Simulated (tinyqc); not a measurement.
## Polycrystalline film, grain-boundary barriers (Seto model): effect of the temperature

One-dimensional grains of size Lg with donors N; each boundary has Qt acceptor-like traps per area at one level Et below the band edge. Trapped electrons qt deplete a width w = qt/N (both sides together) and raise a barrier Vb = q N w^2/(8 eps0 eps_r). Current crosses the barriers by thermionic emission at small bias. Abrupt depletion, full ionisation, Boltzmann statistics.

Nc is given at 250 K and scales as (T/250 K)^1.5; mg and vc are fixed. Partly depleted grains: the density at the grain centre is n0 = N and qt = Qt/(1 + 2 (Nc/N) exp((Vb - Et)/Vt)). If that gives qt >= N Lg, the grains are fully depleted: qt = N Lg, w = Lg and n0 = 2 Nc exp((Vb - Et)/Vt)/(Qt/(N Lg) - 1). Resistivity: barriers rb = Vt exp(Vb/Vt)/(q n0 vc Lg), grain interior rg = (1 - w/Lg)/(q mg N); effective mobility 1/(q N (rb + rg)).

Parameters, values chosen for the exercise; values close to those of polycrystalline silicon: relative permittivity of the semiconductor eps_r = 11.7; grain size Lg = 30 nm; trap density at a boundary Qt = 2.1e12 cm^-2; donor density N = 1.7e17 cm^-3; mobility inside a grain mg = 220 cm^2/(V s); collection velocity at the barrier vc = 8.7e6 cm/s; conduction-band density of states at the reference temperature Nc = 2.13e19 cm^-3; trap level below the band edge Et = 0.45 eV.

Constants: q = 1.602176634e-19 C, kB = 1.380649e-23 J/K, Vt = kB T/q, eps0 = 8.8541878128e-14 F/cm where lengths are in cm. Results are converted to the units shown.

The same in every row: w/Lg = 1.000; Vb (V) = 0.02958.

Effect of the temperature:
```
T (K)	n0 (cm^-3)	resistivity (ohm cm)
220	2.638e9	8.180e6
250	4.574e10	4.446e5
280	4.387e11	4.481e4
310	2.759e12	7006
340	1.271e13	1513
370	4.617e13	417.5
400	1.395e14	139.3
430	3.642e14	54.05
```

As T goes from 220 to 430 K, the barrier stays at 0.0296 V and the resistivity falls from 8.18e6 to 54.1 ohm cm. The grains are fully depleted in 8 of the 8 rows. The activation energy between the first two rows is 0.460 eV. In every row the barrier is under 2 Vt, where the depletion and emission pictures are rough.

Numbers from tinyqc (`OMP_NUM_THREADS=1 python tinyqc.py 2610141 2610142 out.jsonl`; about 0.01 s on one thread of a shared Intel Xeon 2.30GHz).
